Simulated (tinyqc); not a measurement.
Inside a calculation: linear model of a band gap against the share of exact exchange. Values are carried at full precision from step to step, so a last printed digit may differ when a step is redone from the rounded ones.

E(alpha) = E0 + S alpha. A wider gap screens less, modelled in the Penn form eps(alpha) = 1 + (e0 - 1)(EP/(EP + S alpha))^2 with a scale EP chosen for the exercise. A dielectric-dependent hybrid takes alpha = 1/eps.

Inputs chosen for the exercise (of the order of those of Si; not measured data): E0 = 0.6 eV (gap of the semi-local functional); S = 4.59 eV (slope dE/d(alpha)); e0 = 13.34 (optical dielectric constant at alpha = 0); EP = 9.2 eV (energy scale of the screening); Et = 1.18 eV (target gap); a_start = 0.5 (starting alpha); fv = 0.46 (share of the opening taken by the valence edge); Ed = 0.26 eV (defect level above the semi-local valence top); cd = 0 (shift of the level per unit opening, on the scale of the mean potential).

## Fixed shares

Gap, error against the target and eps for alpha = 0, 0.25 and 1/e0; and the alpha that meets the target, (Et - E0)/S.

Results:
```
alpha   E (eV)  E - Et (eV)     eps
0.0000   0.600       -0.580  13.340
0.2500   1.748        0.568  10.755
0.0750   0.944       -0.236  12.466
```

alpha for the target = 0.1264

A quarter of exact exchange overshoots the target by 0.57 eV: the material needs 0.126, and 1/e0 = 0.075 lies closer to it than 0.25 does.

## Self-consistent share

Iterate alpha -> 1/eps(alpha) seven times from a_start. The fixed point solves alpha eps(alpha) = 1; the contraction factor there is 2 (eps - 1) S/((EP + S alpha) eps^2).

Iterates:
```
step    alpha      eps  E (eV)
0     0.50000   8.9045  2.8950
1     0.11230  12.0653  1.1155
2     0.08288  12.3794  0.9804
3     0.08078  12.4024  0.9708
4     0.08063  12.4040  0.9701
5     0.08062  12.4042  0.9700
6     0.08062  12.4042  0.9700
7     0.08062  12.4042  0.9700
```

fixed point = 0.08062
contraction factor = 0.0711

The factor is positive, so the iterates approach from one side, the error shrinking to 0.07 of itself each step; the gap is within 0.01 eV of its limit from step 3. Self-consistency moves the gap by +0.026 eV against the one-shot choice 1/e0, since a wider gap screens less.

## Band edges and a deep level

The opening c = S alpha lowers the valence top by fv c and raises the conduction edge by (1 - fv) c, both against the mean potential; the level moves by cd c. Use the fixed point. Compare with stretching the level in proportion to the gap and with pinning it to either edge.

opening c = 0.370 eV

shifts of the valence and conduction edges (eV): [-0.170, 0.200]

level above the valence top = 0.430 eV
level below the conduction edge = 0.540 eV

level above the valence top: stretched, tied to the valence edge, tied to the conduction edge (eV): [0.420, 0.260, 0.630]

The three recipes err by -0.01, -0.17 and +0.20 eV against alignment through the mean potential. A localised level with cd = 0 stays put while the edges move away from it.

## Checks

- Fixed point by bisection against 60 substitutions: both 0.08062.

Computed by tinyqc, a small Python program: `OMP_NUM_THREADS=1 python tinyqc.py 1880015 1880016 out.jsonl` (the numbers bound the seed that draws the inputs); one thread of a shared host (Intel(R) Xeon(R) Processor @ 2.30GHz), about 0.01 s for the whole set of steps.
